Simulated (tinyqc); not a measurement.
Energy conservation against the time step: molecular dynamics of a small cluster by velocity Verlet steps. Computed by tinyqc, a small Python program. Command: `OMP_NUM_THREADS=1 python tinyqc.py 3005678 3005679 out.jsonl verlet walk`. One thread of a shared host (Intel(R) Xeon(R) Processor @ 2.30GHz), about 0.2 s of CPU time with the checks.

E = sum_i {sum_j A exp(-p (r_ij/r0 - 1)) - xi sqrt(rho_i)}, rho_i = sum_j exp(-2 q (r_ij/r0 - 1)); the force on i is -sum_j w_ij (R_i - R_j)/r_ij with w_ij = -(2p/r0) A exp(-p (r_ij/r0 - 1)) + (xi q/r0) exp(-2 q (r_ij/r0 - 1)) (rho_i^(-1/2) + rho_j^(-1/2)).

Inputs (values chosen for the exercise, for model atoms):
```
quantity       value      unit
length r0       3.02  angstrom
repulsion A     0.17        eV
hopping xi      2.16        eV
decay p         9.58         -
decay q         2.61         -
atomic mass M    175         u
time step dt     7.4        fs
steps            300         -
```

Potential: Gupta.

starting positions (angstrom):
```
           x      y     z
atom 1  0.03  -0.03  0.08
atom 2  2.78   0.05     0
atom 3  1.43   2.41  0.03
```

starting velocities (angstrom/fs):
```
               x         y         z
atom 1   0.00218  -0.00031   0.00084
atom 2  -0.00086   0.00028  -0.00071
atom 3  -0.00132     3e-05  -0.00013
```

Constants: 1 eV/(angstrom u) = 9.648533212e-03 angstrom/fs^2; k_B = 8.617333262e-05 eV/K.

Method:
- Relax the cluster, diagonalise the Hessian (central differences): omega_max = sqrt(c lambda_max/M). Verlet steps are stable for omega_max dt < 2.
- Velocity Verlet: a = c F/M with c = 9.648533212e-3 angstrom/fs^2 per eV/(angstrom u); R(new) = R + v dt + a dt^2/2; v(new) = v + (a + a(new)) dt/2. Kinetic energy K = M v^2/(2c); temperature T = 2K/((3N - 3) k_B), rotation of the cluster included.
- Runs without thermostat over the same span of time, steps x dt; spread = largest minus smallest value. For contrast, the energy gained over the first 30 dt (dt of the inputs) by explicit Euler steps: R(new) = R + v dt, v(new) = v + a dt.

omega_max dt = 0.277784

Energy error (eV):
```
dt (fs)  omega_max dt  Verlet, spread of U + K  Euler, gain in U + K
0.925         0.03472               7.2769e-05                 0.063
1.850         0.06945               2.9045e-04                 0.143
3.700         0.13889               1.1528e-03                 0.365
7.400         0.27778               4.6528e-03                 1.099
14.800        0.55557               1.9336e-02                 4.179
22.200        0.83335               4.0807e-02                13.551
```

The Verlet error grows as dt^2.00 between the first rows, the second order of the method. Euler steps gain energy steadily: over that short span the gain in the first row is already 870 times the Verlet spread of the whole run, and it grows as dt^1.18, tending to the first order of that method as dt shrinks. Caution: where the Euler gain approaches or exceeds the binding energy the cluster has blown apart.

Extremes, crossings and ranges named in words are read from the listed rows.
